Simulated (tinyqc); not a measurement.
Worked calculation: pair of shallow donors (hydrogen-like orbitals). Values are carried at full precision from step to step, so a last printed digit may differ when a step is redone from the rounded ones.

Each donor has the orbital exp(-r/a); energy unit Ha* = q/(eps a), q = e^2/(4 pi eps0), so that a lone donor is bound by Ha*/2; x = R/a. One electron: S = (1 + x + x^2/3) exp(-x), j = 1/x - (1 + 1/x) exp(-2x), k = (1 + x) exp(-x); levels E(+/-) = -1/2 - (j +/- k)/(1 +/- S) in Ha*, without the repulsion of the ions, split by D = |E(-) - E(+)|.

Constants: e^2/(4 pi eps0) = 14.39964547 eV angstrom; hbar = 6.58211957e-16 eV s.

Inputs chosen for the exercise (near those of two donors in GaAs; shifted at random, so the results belong to these values and not to a real crystal): a = 97 angstrom (orbital radius); eps = 13.2 (dielectric constant); R = 305 angstrom (separation); dV = 0.22 D (detuning between the donors, in units of D).

## Distance and integrals

Give Ha*, R, x, S, j, k.

Ha* = 11.246 meV
R = 305.00 angstrom
x = 3.1443

S, j, k: 0.32063  0.31558  0.17860

## One electron on two donors

Give both levels, the splitting D = |E(-) - E(+)| and the tunnelling frequency D/(2 pi hbar).

E(+), E(-) (meV): -9.832  -7.891

D = 1.941 meV
frequency = 469.3 GHz

The second ion deepens the mean level by 3.24 meV, against Ha*/x = 3.58 meV for a point charge.

## Detuning by a gate

Two-level picture for one electron: with detuning u = dV D the splitting is sqrt(D^2 + u^2) and the lower state has weight (1 + u/sqrt(D^2 + u^2))/2 on the lower donor; the field needed is u/(e R), 1 meV/angstrom = 100 kV/cm.

splitting = 1.987 meV
weight = 0.607
field = 0.140 kV/cm

## Two electrons and exchange

Two electrons, Heitler-London: with S' = (1 - x + x^2/3) exp(x), C = 1/x - exp(-2x)(1/x + 11/8 + 3x/4 + x^2/6), X = (1/5){exp(-2x)(25/8 - 23x/4 - 3x^2 - x^3/3) + (6/x)[S^2 (0.5772157 + ln x) + S'^2 Ei(-4x) - 2 S S' Ei(-2x)]}, Q = C - 2j + 1/x and A = X - 2 S k + S^2/x, the singlet and triplet lie at (Q +/- w A)/(1 +/- w S^2) from two lone donors, with the valley weight w = 1 (one valley); the exchange is J = triplet - singlet.

Give C, X, Q, A and J.

C, X, Q, A (Ha*): 0.3074  0.04879  -0.005689  -0.03304

J = 738 micro-eV

A swap of the two spins takes pi hbar/J = 0.0028 ns (hbar = 6.58212e-16 eV s). Against the one-electron splitting D = 1.94 meV, J/D = 0.38: exchange needs both electrons to tunnel and falls as exp(-2x), D as exp(-x).

## Checks

- Heitler-London binding at x = 1.6425 against the known 0.1160 hartree: both 0.1160.
- Overlap S by quadrature in spheroidal coordinates against the formula: both 0.32063.

(tinyqc, `OMP_NUM_THREADS=1 python tinyqc.py 1252206 1252207 out.jsonl`, Intel(R) Xeon(R) Processor @ 2.30GHz, 1 thread, shared host, about 0.01 s.)
